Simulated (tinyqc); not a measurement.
## Double-gate transistor, scale length and short-channel effects: effect of the channel length

A body of thickness ts between two insulators of thickness ti and two tied gates. Below threshold the potential that source and drain add obeys Laplace's equation and vanishes on the gate. Its lowest mode decays along the channel as exp(-k y); k is the smallest positive root of the matching condition at the interface, and the scale length is Lambda = pi/k.

k is the smallest positive root of f(k) = ei cos(k ti) cos(k ts/2) - eps_r sin(k ti) sin(k ts/2). Along the channel psi(y) = s + a exp(y/l) + b exp(-y/l) with psi(0) = Vbi, psi(L) = Vbi + Vds and l = 1/k = Lambda/pi; with A = Vbi - s, B = A + Vds, x = exp(-L/l): a = (B - A x) x/(1 - x^2), b = (A - B x)/(1 - x^2). The minimum is s + 2 sqrt(a b), at y = (l/2) ln(b/a). The long-channel potential follows the gate as s = sT + (Vg - VTL)/m, and the threshold VT is the gate voltage at which the minimum equals sT. Swing = m Vt ln 10/g at threshold, g = d(minimum)/ds = 1 - (b x + a)/((1 + x) sqrt(a b)). DIBL = [VT(0.05 V) - VT(Vds)]/(Vds - 0.05 V). sT and Vbi are held fixed; m = 1.

Values chosen for this exercise; permittivities: semiconductor made up, insulator close to that of silicon nitride: temperature T = 300 K; relative permittivity of the semiconductor eps_r = 13.4; relative permittivity of the insulator ei = 7.67; insulator thickness ti = 1.6 nm; body thickness ts = 8.8 nm; potential of the source Vbi = 1.05 V; potential of the barrier top at threshold sT = 0.53 V; drain voltage Vds = 0.6 V.

Constants: q = 1.602176634e-19 C, kB = 1.380649e-23 J/K, Vt = kB T/q. Results are converted to the units shown.

The same in every row: Lambda (nm) = 13.971.

Effect of the channel length:

| L (nm) | L/Lambda | VT - VTL at Vds = 0.05 V (mV) | VT - VTL at Vds (mV) | DIBL (mV/V) | swing (mV/decade) |
|---|---|---|---|---|---|
| 15 | 1.0736 | -303.76 | -434.04 | 236.87 | 94.551 |
| 18 | 1.2884 | -191.10 | -271.93 | 146.97 | 81.652 |
| 22 | 1.5747 | -109.47 | -155.06 | 82.900 | 72.257 |
| 26 | 1.8610 | -65.384 | -92.303 | 48.945 | 67.156 |
| 31 | 2.2189 | -35.509 | -49.986 | 26.322 | 63.681 |
| 37 | 2.6483 | -17.538 | -24.639 | 12.910 | 61.583 |
| 44 | 3.1494 | -7.8472 | -11.011 | 5.7526 | 60.447 |
| 53 | 3.7935 | -2.8269 | -3.9641 | 2.0676 | 59.858 |
| 63 | 4.5093 | -0.91517 | -1.2830 | 0.66878 | 59.634 |

What does the comparison show?

From L = 15 to 63 nm, DIBL falls from 237 to 0.669 mV/V and the swing falls from 94.6 to 59.6 mV a decade (long-channel value 59.5). Between the last two rows the threshold shift at Vds decays with a length of 8.86 nm, against 2 Lambda/pi = 8.89 nm for a shift that goes as exp(-pi L/(2 Lambda)). DIBL first drops below 100 mV/V at L = 22 nm among the rows, L/Lambda = 1.6. For L = 15 to 18 nm L is under 1.5 Lambda, where higher modes, left out of the one-mode potential, count.

Program tinyqc, `OMP_NUM_THREADS=1 python tinyqc.py 2420114 2420115 out.jsonl`; Intel Xeon 2.30GHz, shared host, one thread, about 0.01 s.
